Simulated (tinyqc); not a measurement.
Worked calculation: lattice vibrations of a chain. Computed by tinyqc, a small Python program that keeps every step. Command: `OMP_NUM_THREADS=1 python tinyqc.py 23407 23408 out.jsonl` (the two numbers bound the seeds that draw the settings). One thread of a shared host (Intel(R) Xeon(R) Processor @ 2.60GHz), about 0.01 s of CPU time with the checks.

## Dynamical matrix at q = 0.42

A chain moving along its axis:
```
atom   mass (u)  spring to the next atom (eV/angstrom^2)
1     40.700000                                17.600000
2     81.800000                                27.300000
3     59.400000                                 3.500000
4     50.600000                                14.800000
```

q is in units of 2 pi/a. A spring k from atom i to atom j, n cells on, adds k to Phi_ii and Phi_jj, -k exp(2 pi i q n) to Phi_ij and the conjugate to Phi_ji (for one atom a cell: 2k (1 - cos 2 pi q n)); D_ij = Phi_ij / sqrt(m_i m_j).

D(q) (eV/(angstrom^2 u)):
```
[[0.796069, -0.305027, 0.000000, 0.285789+0.157114i],
 [-0.305027, 0.548900, -0.391645, 0.000000],
 [0.000000, -0.391645, 0.518519, -0.063841],
 [0.285789-0.157114i, 0.000000, -0.063841, 0.361660]]
```

## Frequencies

omega^2 are the eigenvalues; wavenumber = 521.4708 sqrt(eigenvalue) 1/cm.

eigenvalues: [0.048276, 0.205360, 0.811872, 1.159639]

wavenumbers (1/cm): [114.6, 236.3, 469.9, 561.6]

weights |e|^2 of the mass-weighted modes, order atom 1, atom 2, atom 3, atom 4:
```
[[0.177531, 0.094143, 0.219773, 0.508553],
 [0.428612, 0.074814, 0.181163, 0.315411],
 [0.261917, 0.212974, 0.422120, 0.102990],
 [0.131940, 0.618069, 0.176945, 0.073046]]
```

## Dispersion and heat capacity

C/k_B per atom = mean over q = (j + 1/2)/80, j = 0..39 and all branches of y^2 e^y/(e^y - 1)^2, y = hc wavenumber / k_B T.

Wavenumbers (1/cm):
```
q           branch 1    branch 2    branch 3    branch 4
0.000000    0.000000  281.016337  452.319310  567.032090
0.062500   20.047871  279.480188  453.078052  566.831119
0.125000   39.813533  275.042419  455.209272  566.250299
0.187500   58.969522  268.178651  458.326777  565.356262
0.250000   77.080601  259.603785  461.912490  564.260257
0.312500   93.501633  250.261891  465.420929  563.114660
0.375000  107.217552  241.421129  468.350188  562.100229
0.437500  116.695975  234.796184  470.290713  561.398056
0.500000  120.151452  232.280084  470.969732  561.146535
```

Heat capacity:
```
T (K)  C/k_B per atom
20           0.073762
50           0.180677
100          0.332590
200          0.612856
300          0.776337
600          0.932416
1200         0.982199
```

zero-point energy per atom = 21.015664 meV
